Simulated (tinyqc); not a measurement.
p-type polysilicon, carrier trapping at grain boundaries: one step of the calculation.

One-dimensional grains of size Lg, uniform ionised doping N, monovalent traps Qt at each boundary at a depth Et below (for electrons) or above (for holes) the band edge there, abrupt depletion of width W on each side of a boundary, Boltzmann statistics. xi is the distance from the band edge at the grain centre to the Fermi level. Trapped charge Qt/(1 + exp((xi + VB - Et)/Vt)) = 2 N W, barrier VB = q N W^2/(2 eps0 eps_r).

Task. Depletion width, Fermi level and barrier. If the trap equation with xi = Vt ln(NB/N) has a root W < Lg/2, the grain is partly depleted; otherwise W = Lg/2 and the trap equation gives xi = Et - VB + Vt ln(Qt/(N Lg) - 1). N* = Qt/Lg.

Inputs (values chosen for the exercise); values of the order met in polycrystalline silicon: temperature T = 350 K; relative permittivity eps_r = 11.7; valence-band density of states at T NB = 3.34e19 cm^-3; grain size Lg = 82 nm; trap density of a grain boundary Qt = 1.8e12 cm^-2; depth of the trap level from the majority band edge at the boundary Et = 0.41 eV; doping N = 7.5e17 cm^-3.

Constants: q = 1.602176634e-19 C, kB = 1.380649e-23 J/K, Vt = kB T/q, eps0 = 8.8541878128e-14 F/cm where lengths are in cm. Results are converted to the units shown.

Wanted: N*; W; xi; VB; share of traps filled.

Result.

N* = 2.195e17 cm^-3
W = 11.99 nm
xi = 0.1145 V
VB = 0.08337 V
share of traps filled = 0.9991

N is 3.42 N*, and the grain is partly depleted; VB = 2.76 Vt.

tinyqc, about 0.01 s, one thread, Intel Xeon 2.30GHz (shared host): `OMP_NUM_THREADS=1 python tinyqc.py 2830031 2830032 out.jsonl`
